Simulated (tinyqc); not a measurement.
Where a trap does most harm: tunnelling through a thin dielectric with one trap, as a tight-binding chain.

Hopping -t everywhere, t = c/(m a^2), c = hbar^2/2m0; lead sites at 2t (band bottom 0), barrier sites 1 to N at 2t + phi, and site j has U besides. No voltage. Leads give S = -t exp(ika) on sites 1 and N, cos(ka) = 1 - E/(2t). T = (2 t sin(ka))^2 |G_1N|^2, G = (E - H - S)^-1. In the barrier cosh(q a) = 1 + (phi - E)/(2t).

Resonance: the lowest eigenvalue of H + S(E), iterated until its real part equals E (40 rounds from Eb = phi + 2t - sqrt(4t^2 + U^2), the level in an endless barrier). With v the normalised squared amplitudes of that state, Gamma_L = 2 t sin(ka) v_1, Gamma_R = 2 t sin(ka) v_N; Breit-Wigner T = Gamma_L Gamma_R/((E - Er)^2 + (Gamma_L + Gamma_R)^2/4).

Constants: hbar^2/2m0 = 3.80998211 eV angstrom^2.

Inputs chosen for the exercise (barrier and mass of the size used for SiO2 on silicon; shifted at random, so the results belong to these values and not to a real crystal): a = 2.5 angstrom (site spacing); m = 0.43 m0 (mass, the same in leads and barrier); phi = 3.01 eV (conduction edge of the barrier above that of the leads); N = 8 (barrier sites); U = -4.38 eV (extra energy on the trap site).

The trap is moved through the barrier. The area under the resonance, 2 pi Gamma_L Gamma_R/(Gamma_L + Gamma_R), sets the current through it.

Against position:

| j | Er (eV) | Gamma_L (meV) | Gamma_R (meV) | peak | area (meV) |
|---|---|---|---|---|---|
| 3 | 0.6243 | 15.0 | 0.00993 | 0.00265 | 0.0624 |
| 4 | 0.6274 | 1.32 | 0.115 | 0.295 | 0.664 |
| 5 | 0.6274 | 0.115 | 1.32 | 0.295 | 0.664 |
| 6 | 0.6243 | 0.00993 | 15.0 | 0.00265 | 0.0624 |

How do the results move, and what explains it?

The area is largest at j = 4 and 5 (0.664 meV) and 10.6 times smaller at j = 3: the slower of the two steps limits the current, so traps in the middle carry most. Each site towards a lead multiplies its width by about 11.46, close to exp(2 q a) = 11.46 at Eb.

tinyqc: `OMP_NUM_THREADS=1 python tinyqc.py 1452124 1452125 out.jsonl`; about 0.09 s, one thread, shared Intel(R) Xeon(R) Processor @ 2.30GHz.
